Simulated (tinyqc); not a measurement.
# Capacitance measurement on a leaky thin oxide: effects of series resistance and leakage, step by step

Numbers from tinyqc (`OMP_NUM_THREADS=1 python tinyqc.py 2022183 2022184 out.jsonl`; about 0.01 s on one thread of a shared Intel Xeon 2.30GHz). Printed values are rounded.

The device is a capacitance C in parallel with a leakage conductance G, in series with Rs and Ls. An impedance meter reports either a parallel pair (Cp, Gp) from Y = 1/Z = Gp + i w Cp or a series pair (Cs, Rm) from Z = Rm + 1/(i w Cs); w = 2 pi f, dissipation D = Gp/(w |Cp|).

Values chosen for this exercise; values of the order met in thin-oxide MOS capacitors: relative permittivity of the gate insulator (close to silicon nitride) eox = 7.53; insulator thickness tox = 2.9 nm; gate area A = 400 um^2; oxide-equivalent thickness added by the accumulation layer zc = 0.34 nm; oxide-equivalent thickness added by gate depletion zp = 0 nm; gate leakage current density, not matched to the thickness Jg = 13 A/cm^2; voltage for an e-fold rise of the leakage Vs = 0.26 V; series resistance Rs = 320 ohm; series inductance Ls = 290 nH; measuring frequency f = 1e6 Hz.

Constants: eps0 = 8.8541878128e-14 F/cm where lengths are in cm. Results are converted to the units shown.

## True capacitance and conductance

EOT = 3.9 tox/eox; CET = EOT + zc + zp; C = 3.9 eps0 A/CET; G = Jg A/Vs.

EOT = 1.50199 nm
CET = 1.84199 nm
C = 7.49869 pF
G = 200 uS

## What the meter reports

Z = Rs + i w Ls + 1/(G + i w C).

Z = 5057.10-1114.14i ohm
Cp = 6.61258 pF
Gp = 188.588 uS
Cs = 142.850 pF
D = 4.53903

Cp is 12 % below C and Cs is 19.1 times it; G Rs = 0.0640, w C Rs = 0.0151 and G/(w C) = 4.24.
